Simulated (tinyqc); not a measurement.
Uniformly doped HEMT, charge control: one step of the calculation.

A two-dimensional electron gas of density ns under a barrier. EF and the subbands are counted from the conduction-band edge of the channel at the interface. Two subbands of a triangular well with an infinite wall, parabolic band, no carriers in the barrier.

Problem. Barrier and off voltage. Fully depleted barrier with eb = ebr: Vp = q ND (d - ds)^2/(2 eps0 eb); donors per area ND (d - ds); Voff = phiB - dEc - Vp.

Parameters, values chosen for the exercise; material values close to those of InAlAs on In0.53Ga0.47As:
```
symbol,value,unit,meaning
d,25,nm,barrier thickness from gate to channel
ds,5.9,nm,undoped spacer next to the channel
ebr,12.1,,relative permittivity of the barrier
phiB,0.698,eV,barrier height of the gate
dEc,0.508,eV,conduction-band offset
ND,2.7e18,cm^-3,donor density of the doped part
```

Constants: q = 1.602176634e-19 C, eps0 = 8.8541878128e-14 F/cm where lengths are in cm. Results are converted to the units shown.

Find: Vp; donors per area; eb; Voff.

Solution.

Vp = 0.7365 V
donors per area = 5.157e12 cm^-2
eb = 12.10
Voff = -0.5465 V

Program tinyqc, `OMP_NUM_THREADS=1 python tinyqc.py 2180006 2180007 out.jsonl`; Intel Xeon 2.30GHz, shared host, one thread, about 0.01 s.
